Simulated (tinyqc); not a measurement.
From results back to parameters: carrier statistics of a doped semiconductor with parabolic bands. Five cases, with inputs chosen for the exercise.

Problem. With Boltzmann statistics and no minority carriers, n (n + NA)/(ND - NA - n) = K(T) = (N(T)/2) exp(-E/kB T), E the ionisation energy of the majority dopant and N = 2 (m kB T/(4 pi c))^(3/2) with c = hbar^2/2m0, in 1/angstrom^3; times 1e24 for 1/cm^3, m = m_d. The density below was computed from a hidden E.

Constants: hbar^2/2m0 = 3.80998211 eV angstrom^2; kB = 8.617333262e-05 eV/K.

Find: K(Ta); E.

Method. The left side gives K; then E = kB T ln(N/(2 K)).

Case 1.

Values chosen (near those of Si; the results hold for these values, not for the real material): ND = 9.8e+14 1/cm^3 (donors); NA = 4.7e+14 1/cm^3 (acceptors); m_d = 1.089 m0 (density-of-states mass of the majority band); Ta = 53 K.

n(Ta) = 4.5057e+13 1/cm^3

Solution.

K(Ta) = 4.99e+13 1/cm^3
E = 0.0455 eV

Case 2.

Values chosen (near those of SiC; the results hold for these values, not for the real material): ND = 1.3e+16 1/cm^3 (donors); NA = 6.6e+15 1/cm^3 (acceptors); m_d = 0.814 m0 (density-of-states mass of the majority band); Ta = 97 K.

n(Ta) = 8.5360e+14 1/cm^3

Solution.

K(Ta) = 1.15e+15 1/cm^3
E = 0.0610 eV

Case 3.

Values chosen (near those of GaP; the results hold for these values, not for the real material): ND = 2.7e+17 1/cm^3 (donors); NA = 2.5e+12 1/cm^3 (acceptors); m_d = 1.01 m0 (density-of-states mass of the majority band); Ta = 134 K.

n(Ta) = 2.4160e+16 1/cm^3

Solution.

K(Ta) = 2.37e+15 1/cm^3
E = 0.0852 eV

Case 4.

Values chosen (near those of SiC; the results hold for these values, not for the real material): ND = 1.7e+15 1/cm^3 (donors); NA = 5.3e+12 1/cm^3 (acceptors); m_d = 0.807 m0 (density-of-states mass of the majority band); Ta = 98 K.

n(Ta) = 1.0065e+15 1/cm^3

Solution.

K(Ta) = 1.48e+15 1/cm^3
E = 0.0595 eV

Case 5.

Values chosen (near those of Si; the results hold for these values, not for the real material): ND = 2e+17 1/cm^3 (donors); NA = 8.6e+12 1/cm^3 (acceptors); m_d = 1.052 m0 (density-of-states mass of the majority band); Ta = 60 K.

n(Ta) = 5.1537e+15 1/cm^3

Solution.

K(Ta) = 1.37e+14 1/cm^3
E = 0.0470 eV

Computed by tinyqc, one run a case: `OMP_NUM_THREADS=1 python tinyqc.py N N+1 out.jsonl` with N = 1682205, 1682390, 1682396, 1682399, 1682406; one thread of a shared Intel(R) Xeon(R) Processor @ 2.30GHz, about 0.02 s a run at most.
